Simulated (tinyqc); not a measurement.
Transmission against field: band-to-band tunnelling across a p-n junction in a two-band chain.

Sites alternate A at -Eg/2 and C at +Eg/2 with hopping -t; near the edges, with k counted from the zone boundary pi/a, E^2 = (Eg/2)^2 + (t a k)^2, so t = sqrt(c Eg/m)/a gives the mass m, c = hbar^2/2m0. In the gap cosh(q a) = 1 + (Eg^2/4 - e^2)/(2 t^2), e the energy from the local mid-gap. The potential is V0 = Eg + ov on the p side (left), 0 on the n side, and falls linearly over the 2N sites of the junction, V_j = V0 (1 - j/(2N + 1)), j = 1 to 2N, site 1 being A. E = Eg/2 + x ov. A half chain that ends on a site of level e1 with neighbour e2 has g = (1 + z)/(E - e1), z = exp(-/+ i k a) the root with Im g < 0, cos(k a) = (E - e1)(E - e2)/(2 t^2) - 1. S_L = t^2 g (ending on C, shifted by V0), S_R = t^2 g (starting on A). T = 4 Im(S_L) Im(S_R) |G_(1,2N)|^2.

Constants: hbar^2/2m0 = 3.80998211 eV angstrom^2.

Parameters, chosen for this exercise (gap and mass near those of InAs; the results hold for these values, not for the real material): Eg = 0.342 eV (gap); m = 0.024 m0 (mass of electron and light hole); a = 5 angstrom (period (two sites)); ov = 0.19 eV (overlap: top of the valence band on the p side above the conduction edge on the n side); x = 0.71 (energy above the n-side conduction edge, as a share of ov).

N is varied at fixed V0 and E. WKB: exp(-2 I/F) with I = pi Eg^2/(8 t a), F = V0/((2N + 1) a/2); this is the Landau-Zener result for a uniform field.

Against N:
```
N   F (MV/cm)  exponent  T, chain    T, WKB  ratio
5       1.935     0.644     0.478     0.525  0.911
8       1.252     0.996     0.400     0.369  1.083
12      0.851     1.465     0.289     0.231  1.251
18      0.575     2.168     0.157     0.114  1.371
26      0.402     3.105    0.0619    0.0448  1.381
38      0.276     4.511    0.0142    0.0110  1.295
55      0.192     6.503   0.00178   0.00150  1.190
80      0.132     9.433  9.13e-05  8.01e-05  1.141
```

T falls from 0.478 at 1.93 to 9.13e-05 at 0.13 MV/cm. ln T against 1/F has slope -1.279 MV/cm between the rows N = 38 and 80, against -2I = -1.247. The ratio to WKB stays between 0.91 (N = 5) and 1.38 (N = 26): the exponent decides, and the ratio holds the reflections where the field begins and ends and the lattice correction to q, which scales the exponent and so grows with N.

Run: tinyqc, `OMP_NUM_THREADS=1 python tinyqc.py 1482406 1482407 out.jsonl`; Intel(R) Xeon(R) Processor @ 2.30GHz, one thread, shared host; about 0.01 s of CPU time with all checks.
